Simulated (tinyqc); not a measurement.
Temperature: carrier statistics of a doped semiconductor with parabolic bands.

Eg(T) = Eg0 - al T^2/(T + be); m_de = Mv^(2/3) (ml mt^2)^(1/3); m_dh = (mhh^(3/2) + mlh^(3/2))^(2/3); Nc and Nv from N = 2 (m kB T/(4 pi c))^(3/2) with c = hbar^2/2m0, in 1/angstrom^3; times 1e24 for 1/cm^3.

Energies are counted from Ev, so Ec = Eg. n = Nc F_1/2((EF - Eg)/kT), p = Nv F_1/2(-EF/kT), ND+ = ND/(1 + 2 exp((EF - Eg + ED)/kT)), NA- = NA/(1 + 4 exp((EA - EF)/kT)); neutrality asks p + ND+ = n + NA-. F_j(eta) = (1/Gamma(j + 1)) integral_0^infinity x^j dx/(1 + exp(x - eta)), which tends to exp(eta) for eta << 0.

Constants: hbar^2/2m0 = 3.80998211 eV angstrom^2; kB = 8.617333262e-05 eV/K.

Values chosen for the exercise (near those of InSb; shifted at random, so the results belong to these values and not to a real crystal):
```
symbol  value     unit    meaning
Eg0     0.2352    eV      gap at 0 K
al      0.000324  eV/K    Varshni alpha
be      173       K       Varshni beta
ml      0.0132    m0      longitudinal electron mass
mt      0.0132    m0      transverse electron mass
Mv      1                 equivalent valleys
mhh     0.438     m0      heavy-hole mass
mlh     0.0151    m0      light-hole mass
ND      4.2e+12   1/cm^3  donors
NA      2.9e+12   1/cm^3  acceptors
ED      0.00101   eV      donor level below Ec
EA      0.00996   eV      acceptor level above Ev
```

Neutrality solved at each temperature; ni = sqrt(Nc Nv) exp(-Eg/2kT).

Carriers (1/cm^3):
```
T (K),EF (eV),n,p,majority / |ND - NA|,ni,Eg (eV)
10,0.2305,1.17e+12,<1e-99,0.898,1.92e-44,0.2350
20,0.2238,1.27e+12,5.17e-40,0.978,2.56e-14,0.2345
40,0.2077,1.29e+12,2.41e-09,0.994,55.8,0.2328
77,0.1728,1.30e+12,4.66e+06,0.998,2.46e+09,0.2275
120,0.1388,4.03e+12,2.73e+12,3.10,3.32e+12,0.2193
200,0.1457,8.51e+14,8.50e+14,654,8.57e+14,0.2005
300,0.1568,1.70e+16,1.70e+16,1.31e+04,1.84e+16,0.1736
400,0.1710,7.88e+16,7.88e+16,6.06e+04,9.96e+16,0.1447
600,0.2079,3.69e+17,3.69e+17,2.84e+05,6.61e+17,0.0843
```

Give the missing row, T (K) = 500.

Computed row:
```
T (K)  EF (eV)         n         p  majority / |ND - NA|        ni  Eg (eV)
500     0.1884  1.98e+17  1.98e+17              1.52e+05  3.00e+17   0.1148
```

Ionisation is incomplete: the majority density is below 90 % of the net doping at 10 K, down to a share of 0.9. It is within 10 % of the net doping at 20, 40 and 77 K. At 120, 200, 300, 400, 500 and 600 K thermal pairs lift it more than 10 % above the net doping; ni has reached 6.61e+17 1/cm^3 at 600 K against a net doping of 1.30e+12. For so narrow a gap the hottest rows are formal: EF can enter a band, where the Boltzmann ni is too large, and the crystal may melt. EF goes from 0.230 eV to 0.208 eV, where midgap is 0.042 eV and the intrinsic level (Boltzmann) 0.178 eV.

tinyqc: `OMP_NUM_THREADS=1 python tinyqc.py 1651887 1651888 out.jsonl`; about 0.01 s, one thread, shared Intel(R) Xeon(R) Processor @ 2.30GHz.
